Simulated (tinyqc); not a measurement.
Comparisons within one model: Lorentz oscillators and the Kramers-Kronig relations. A value that a table varies takes the place of the one given here.

eps(E) = 1 + sum_j S_j/(E0_j^2 - E^2 - i G_j E).

Kramers-Kronig: eps1(E) = 1 + (2/pi) P integral_0^infinity E1 eps2(E1)/(E1^2 - E^2) dE1. Maclaurin rule on the grid E_j = j h, j = 1 .. M: eps1(E_i) = 1 + (4 h/pi) sum over j with j - i odd of E_j eps2(E_j)/(E_j^2 - E_i^2); nothing is added above E_M.

n + i k = sqrt(eps1 + i eps2) with k >= 0; R = ((n - 1)^2 + k^2)/((n + 1)^2 + k^2) at normal incidence from vacuum; alpha = 2 E k/(hbar c), times 1e8 for 1/cm; loss function Im(-1/eps) = eps2/(eps1^2 + eps2^2).

Constants: hbar c = 1973.269805 eV angstrom.

Values chosen for the exercise:
- E0 = (6.77, 8.9) eV (resonances)
- G = (0.95, 1.4) eV (widths)
- S = (25.4, 75.9) eV^2 (strengths)
- h = 0.4 eV (grid step)
- M = 30 (grid points E_j = j h)
- E_t = 2.1 eV (energy below the first line)
- E = 7.09 eV (photon energy)

## Numerical transform against the formula

Every third grid point is listed; the error is the transform minus the formula.

Dielectric function:
```
E (eV)   eps2  eps1 formula  eps1 transform   error
0.80    0.023         2.528           2.509  -0.019
2.00    0.065         2.614           2.564  -0.050
3.20    0.132         2.804           2.789  -0.016
4.40    0.277         3.191           3.128  -0.063
5.60    0.821         4.091           4.096   0.005
6.80    4.530         2.878           2.932   0.054
8.00    2.880         3.046           2.896  -0.150
9.20    5.144        -1.732          -1.746  -0.014
10.40   1.115        -1.490          -1.586  -0.096
11.60   0.405        -0.545          -0.638  -0.094
```

What can be read from the table?

The largest error listed is -0.150 at 8.00 eV. The rule samples every 2h = 0.8 eV and the narrowest line is 0.95 eV wide, so it is barely resolved. The grid ends at 12 eV, where eps2 is still 0.314; the error at the last point listed, nearest the missing tail, is -0.094.

## How far the spectrum must be known

The integrals are done by adaptive quadrature and cut at E_cut. f-sum share: (2/pi) integral of E eps2 over sum S. Static share: (2/pi) integral of eps2/E over eps(0) - 1.

Cut integrals:
```
E_cut (eV)  eps1(E_t)  f-sum share  static share
7.1             1.629        0.194         0.380
9.8             2.466        0.761         0.899
13.4            2.603        0.912         0.986
17.8            2.618        0.945         0.996
26.7            2.623        0.967         0.999
44.5            2.625        0.981         1.000
```

eps1(E_t) from the formula = 2.625

How do the results move?

Cut at 9.8 eV, just above the last line, eps1(E_t) lacks 0.159; cut at 44.5 eV it lacks 0.000. At 13.4 eV the static sum has reached 0.986 and the f-sum only 0.912: the f-sum weights eps2 by E and the static sum by 1/E, so the f-sum needs the far tail.

## Optical constants across the spectrum

Spectrum:
```
E (eV)    eps1   eps2      n      k      R   loss
1.34     2.556  0.040  1.599  0.013  0.053  0.006
3.16     2.796  0.129  1.672  0.038  0.064  0.016
4.98     3.522  0.434  1.880  0.116  0.095  0.034
6.80     2.878  4.530  2.030  1.116  0.221  0.157
8.62     2.370  5.634  2.059  1.368  0.267  0.151
10.44   -1.446  1.070  0.420  1.274  0.538  0.331
12.26   -0.249  0.270  0.243  0.555  0.475  2.002
14.08    0.214  0.117  0.479  0.123  0.130  1.969
15.90    0.448  0.064  0.671  0.048  0.040  0.313
17.72    0.586  0.040  0.766  0.026  0.018  0.115
19.54    0.676  0.027  0.822  0.016  0.010  0.058
21.36    0.738  0.019  0.859  0.011  0.006  0.035
```

How do the results move?

Among the energies listed the largest values are at (eV): eps2 8.62; n 8.62; k 8.62; R 10.44; loss 12.26. eps1 crosses zero at 8.93 and 13.06 eV; the last crossing is upward and marks the plasmon, against sqrt(sum S) = 10.06 eV for free electrons.

## What each oscillator parameter does

At the energy E. Each row changes one parameter from the base and keeps the others.

Results:
```
case                     eps1   eps2      n      k      R
base                    1.614  3.435  1.645  1.044  0.186
E0 = (6.77, 9.345) eV   1.179  3.142  1.506  1.043  0.182
G = (0.95, 2.1) eV      1.342  3.697  1.624  1.138  0.206
S = (25.4, 91.08) eV^2  2.084  3.596  1.766  1.018  0.187
E = 7.445 eV            1.962  2.438  1.595  0.764  0.128
```

What can be read from the table?

The largest shifts from the base row, up to three for each result and ties (the steps differ in size, so this ranks the rows, not the parameters). eps1: S +0.469, E0 -0.436, E +0.348. eps2: E -0.998, E0 -0.293, G +0.262. n: E0 -0.139, S +0.122, E -0.049. k: E -0.280, G +0.094, S -0.026. R: E -0.058, G +0.020, E0 -0.004.

(tinyqc, `OMP_NUM_THREADS=1 python tinyqc.py 1651234 1651235 out.jsonl`, Intel(R) Xeon(R) Processor @ 2.30GHz, 1 thread, shared host, about 0.1 s.)
